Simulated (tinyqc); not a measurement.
What each parameter does: sp3s* tight binding.

sp3s* tight binding, nearest neighbours only: anion (a) at 0, cation (c) at a/4 (1,1,1), orbitals s, px, py, pz, s* on each; k in units of 2 pi/a. With phases e_j = exp(i (pi/2) k.n_j) for n = (1,1,1), (1,-1,-1), (-1,1,-1), (-1,-1,1): g0 = (e1+e2+e3+e4)/4, g1 = (e1+e2-e3-e4)/4, g2 = (e1-e2+e3-e4)/4, g3 = (e1-e2-e3+e4)/4. The diagonal holds the levels Esa, Epa, Exa (s*) and Esc, Epc, Exc. Anion-cation block: <sa|sc> = Vss g0; <sa|xc> = Vsapc g1; <xa|sc> = -Vscpa g1; <xa|xc> = Vxx g0; <xa|yc> = <ya|xc> = Vxy g3, <xa|zc> = <za|xc> = Vxy g2, <ya|zc> = <za|yc> = Vxy g1; <s*a|xc> = Vxapc g1; <xa|s*c> = -Vpaxc g1; y and z take g2 and g3 in place of g1; s-s* and s*-s* vanish.

Values chosen for the exercise (near a published set for Ge, fitted to gaps, whose masses and valley positions are rough; shifted at random, so the results belong to these values and not to a real crystal): Esa = -5.855 eV (s level of the anion); Epa = 1.599 eV (p level of the anion); Esc = -5.855 eV (s level of the cation); Epc = 1.599 eV (p level of the cation); Exa = 6.341 eV (s* level of the anion); Exc = 6.341 eV (s* level of the cation); Vss = -6.769 eV (s-s); Vxx = 1.615 eV (px-px); Vxy = 4.873 eV (px-py); Vsapc = 5.507 eV (s anion, p cation); Vscpa = 5.507 eV (s cation, p anion); Vxapc = 5.221 eV (s* anion, p cation); Vpaxc = 5.221 eV (p anion, s* cation).

Gaps from the top of the valence band at Gamma; Delta is the minimum on (x,0,0), 0.5 <= x <= 1. A change on one sublattice alone makes the two atoms unequal.

One parameter was then changed.

Results before and after:

| case | Ev (eV) | gap Gamma (eV) | gap Delta (eV) | gap L (eV) |
|---|---|---|---|---|
| base | -0.0160 | 0.9300 | 0.8087 | 0.8156 |
| changed | -0.0160 | 0.9300 | 0.8087 | 0.8956 |

Which of these changes was made? (a) Epa = 1.299 eV; (b) Epc = 1.899 eV; (c) Esc = -5.655 eV; (d) Vxy = 4.573 eV; (e) Exa = 6.041 eV; (f) Vscpa = 5.307 eV.

Answer: (d) Vxy = 4.573 eV. Of the candidates, run in turn, only this one gives the changed row.

All candidates:

| case | Ev (eV) | gap Gamma (eV) | gap Delta (eV) | gap L (eV) |
|---|---|---|---|---|
| base | -0.0160 | 0.9300 | 0.8087 | 0.8156 |
| Vscpa = 5.307 eV | -0.0160 | 0.9300 | 0.7491 | 0.7470 |
| Epc = 1.899 eV | 0.1270 | 0.7870 | 0.7284 | 0.7106 |
| Exa = 6.041 eV | -0.0160 | 0.9300 | 0.7472 | 0.7873 |
| Vxy = 4.573 eV | -0.0160 | 0.9300 | 0.8087 | 0.8956 |
| Epa = 1.299 eV | -0.1730 | 1.0870 | 0.8908 | 0.9315 |
| Esc = -5.655 eV | -0.0160 | 1.0307 | 0.8248 | 0.8721 |

Vscpa, Exa and Vxy cannot move Ev or the gap at Gamma, whose blocks do not hold them; s parameters never move Ev, and move the gap only where the lowest empty level at Gamma is s-like.

tinyqc: `OMP_NUM_THREADS=1 python tinyqc.py 1450495 1450496 out.jsonl`; about 0.07 s, one thread, shared Intel(R) Xeon(R) Processor @ 2.30GHz.
